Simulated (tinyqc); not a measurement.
# Pinning factor and decay constant from two barriers

Question. phiB = S (phiM - chi) + (1 - S)(Eg - E0) with S = 1/(1 + (1/S0 - 1) exp(-be ti)). Find S0, S at the given thickness and be.

Inputs (values chosen for the exercise); semiconductor values close to those of silicon; interlayer mass of the order of that in aluminium oxide, offset chosen freely:
- Eg = 1.08 eV (band gap)
- chi = 4.02 eV (electron affinity)
- E0 = 0.37 eV (charge-neutrality level above the valence band)
- phiM = 4.4 eV (metal work function)

phiB at ti = 0, 0.5 nm (eV): [0.6176, 0.47501152]

Solution. Each barrier gives its S by linear interpolation between the pinned and the unpinned value; the ratio of the two values of 1/S - 1 is exp(be ti).

S0 = 0.280
S = 0.712
be = 3.70 1/nm

tinyqc, about 0.03 s, one thread, Intel Xeon 2.30GHz (shared host): `OMP_NUM_THREADS=1 python tinyqc.py 2270004 2270005 out.jsonl`
